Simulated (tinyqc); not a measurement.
From results back to parameters: Lorentz oscillators and the Kramers-Kronig relations. Three cases, with inputs chosen for the exercise.

Problem. At normal incidence from vacuum the amplitude r = (1 - N)/(1 + N) with N = n + i k is written r = -sqrt(R) exp(i theta). R and the phase theta are given.

Find: n; k; eps1; eps2.

Method. N = (1 - r)/(1 + r) = (1 + sqrt(R) exp(i theta))/(1 - sqrt(R) exp(i theta)); eps = N^2.

Case 1.

R = 0.609190
theta = 0.096343 rad

Solution.

n = 7.052
k = 2.710
eps1 = 42.39
eps2 = 38.22

Case 2.

R = 0.766048
theta = 1.031700 rad

Solution.

n = 0.270
k = 1.732
eps1 = -2.93
eps2 = 0.93

Case 3.

R = 0.776094
theta = 0.631390 rad

Solution.

n = 0.633
k = 2.939
eps1 = -8.24
eps2 = 3.72

Computed by tinyqc, one run a case: `OMP_NUM_THREADS=1 python tinyqc.py N N+1 out.jsonl` with N = 1682593, 1682669, 1682723; one thread of a shared Intel(R) Xeon(R) Processor @ 2.30GHz, about 0.2 s a run at most.
